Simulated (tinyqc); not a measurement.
Inside a calculation. Model: stacked nanosheet transistor, parasitic resistance, capacitance and delay.

tinyqc, about 0.1 s, one thread, Intel Xeon 2.30GHz (shared host): `OMP_NUM_THREADS=1 python tinyqc.py 2170160 2170161 out.jsonl` Printed values are rounded.

Ns sheets share one contact on top; each has perimeter p = 2 (Ws + ts) and cross-section A = Ws ts; contact width Wc = Ws + 10 nm, stack height Hs = Ns pv. Sheet 1 is the top one. Contact length Lc = CPP - Lg - 2 Lsp, shared by two neighbouring gates. Source and drain sides are equal. The formulas are first-order estimates, not field solutions.

Values chosen for this exercise; values close to those of silicon logic devices:
- T = 300 K (temperature)
- Ns = 4 (number of sheets)
- Ws = 30 nm (sheet width)
- ts = 6 nm (sheet thickness)
- pv = 18 nm (vertical pitch of the sheets)
- rv = 120 ohm (vertical resistance between sheet levels)
- CPP = 45 nm (contacted gate pitch)
- Lg = 18 nm (gate length)
- Lsp = 6 nm (spacer length)
- ks = 5.5 (relative permittivity of the spacer)
- Hc = 20 nm (gate height above the channel stack)
- rc = 5.9e-10 ohm cm^2 (contact resistivity)
- re = 0.00032 ohm cm (resistivity of the source-drain epitaxy)
- te = 15 nm (current-carrying depth of the epitaxy)
- rx = 0.00055 ohm cm (resistivity of the extension)
- Lov = 1 nm (gate overlap)
- Cinv = 3.5 uF/cm^2 (inversion capacitance)
- vx = 1.3e7 cm/s (injection velocity)
- mu = 220 cm^2/(V s) (apparent mobility)
- VT = 0.27 V (threshold at zero drain voltage)
- dl = 0.042 V/V (barrier lowering)
- n = 1.15 (subthreshold factor)
- Cw = 0.21 fF (wire load)
- Vdd = 0.65 V (supply voltage)

Constants: q = 1.602176634e-19 C, kB = 1.380649e-23 J/K, eps0 = 8.8541878128e-12 F/m, Vt = kB T/q. Results are converted to the units shown.

## Geometry and resistances

Epitaxy sheet resistance Rsh = re/te, transfer length LT = sqrt(rc/Rsh), contact Rc = [sqrt(rc Rsh)/Wc] coth(Lc/(2 LT)); extension of one sheet Rx = rx Lsp/A. Effective width N p; for equal currents and rv = 0 one side has Rc + Rx/N.

Lc = 15 nm
effective width = 288 nm
Rsh = 213.3333 ohm
LT = 16.63017 nm
Rc = 209.8226 ohm
Rx = 183.3333 ohm
one side times effective width = 73.62892 ohm um

Lc/2 is 0.45 transfer lengths, and Rc is 6.7 % above the area limit rc/(Wc Lc/2). The contact makes up 82.1 % of one side.

## Capacitances

With N sheets: gate Cg = Cinv p N Lg; per side, plate Cp = ks eps0 [Wc (Hs + Hc) - N A]/Lsp, top fringe Cf = (2/pi) ks eps0 Wc ln(1 + Lg/(2 Lsp)), overlap Co = Cinv p N Lov. Cs = Cp + Cf + Co. An inverter of two such devices driving an equal one has the load CL = 2 (Cg + 2 Cs) + 4 Cs + Cw (its own drains counted twice for the Miller effect).

Cg = 181.4400 aF
Cp = 24.02436 aF
Cf = 1.136279 aF
Co = 10.08 aF
CL = 854.8051 aF

The channel capacitance gives 42.5 % of CL, the parasitic parts 33.0 % and the wire 24.6 %.

## Iteration 1: sheet currents at Vgs = Vdd, Vds = Vdd/2

I at the start (uA): sheet 1 0, sheet 2 0, sheet 3 0, sheet 4 0

One sheet: I = p Q vx u/(1 + |u|^1.8)^(1/1.8), Q = Cinv n Vt ln(1 + exp((Vg' - VT + dl Vd')/(n Vt))), u = Vd' mu/(vx Lg), Vg' = Vgs - v, Vd' = Vds - 2 v, with the drop on each side v_j = Rc sum I + rv (sum over levels k = 2..j of the current of sheets k..Ns) + Rx I_j. I(new) = I + 0.5 (I(out) - I).

drop v (mV): sheet 1 0, sheet 2 0, sheet 3 0, sheet 4 0
I(out) (uA): sheet 1 120.2628, sheet 2 120.2628, sheet 3 120.2628, sheet 4 120.2628
I after iteration 1 (uA): sheet 1 60.13138, sheet 2 60.13138, sheet 3 60.13138, sheet 4 60.13138

## Iteration 2: sheet currents at Vgs = Vdd, Vds = Vdd/2

As before.

drop v (mV): sheet 1 61.49178, sheet 2 83.13908, sheet 3 97.57061, sheet 4 104.7864
I(out) (uA): sheet 1 91.99910, sheet 2 79.78039, sheet 3 70.27356, sheet 4 64.93322
I after iteration 2 (uA): sheet 1 76.06524, sheet 2 69.95588, sheet 3 65.20247, sheet 4 62.53230

## Course of the iteration: sheet currents at Vgs = Vdd, Vds = Vdd/2

Stop when the largest change of I is below 1e-6 uA, or after 80 iterations.

Course of the iteration:

| iteration | total I (uA) | largest \|change\| of one entry (uA) |
|---|---|---|
| 1 | 240.5255 | 60.1 |
| 2 | 273.7559 | 15.9 |
| 3 | 275.6566 | 5.29 |
| 4 | 277.1748 | 2.26 |
| 5 | 277.7081 | 0.924 |
| 6 | 277.9286 | 0.382 |
| 7 | 278.0166 | 0.158 |
| 8 | 278.0522 | 0.0655 |
| 9 | 278.0666 | 0.0272 |
| ... | ... | ... |
| 13 | 278.0761 | 8.26e-4 |
| 14 | 278.0763 | 3.46e-4 |
| 15 | 278.0764 | 1.45e-4 |
| 16 | 278.0764 | 6.12e-5 |
| 17 | 278.0764 | 2.58e-5 |
| 18 | 278.0764 | 1.09e-5 |
| 19 | 278.0764 | 4.59e-6 |
| 20 | 278.0764 | 1.94e-6 |
| 21 | 278.0764 | 8.20e-7 |

Converged in 21 iterations. At the end each change is about 0.42 times the one before: linear convergence. The bottom sheet carries 67.9 % of the current of the top one.

## Effective current, delay and energy

IH = I(Vdd, Vdd/2) = 278.0764 uA
IL = I(Vdd/2, Vdd), solved likewise = 74.43008 uA

Ieff = (IH + IL)/2, delay CL Vdd/(2 Ieff), energy CL Vdd^2, with CL the load of an inverter that drives an equal one.

Ieff = 176.2532 uA
delay = 1.576207 ps
energy = 361.1552 aJ

Without any series resistance Ieff would be 294 uA, so the resistances cost 40.1 %.
